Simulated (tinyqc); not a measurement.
Inside a calculation. Method: UHF in the sto-3g basis, for BeH+, spin multiplicity 1. This run ends on a higher stationary point, not on the lowest solution. One step of it, computed by the program tinyqc.

Question. Iteration 4: DIIS coefficients. Solve [B -1; -1 0][c; lambda] = [0; -1] for the coefficients, which sum to one.

B (overlaps of the stored error matrices):
```
[[2.2366261e-01, 3.9168825e-02, 1.4415823e-02, 8.5123506e-03],
 [3.9168825e-02, 1.7619842e-02, 9.5743253e-03, 2.6643043e-03],
 [1.4415823e-02, 9.5743253e-03, 5.7021842e-03, 1.2805778e-03],
 [8.5123506e-03, 2.6643043e-03, 1.2805778e-03, 7.0755369e-04]]
```

Give: DIIS coefficients.

Answer.

DIIS coefficients: [0.0190, -0.5431, 0.7189, 0.8051]
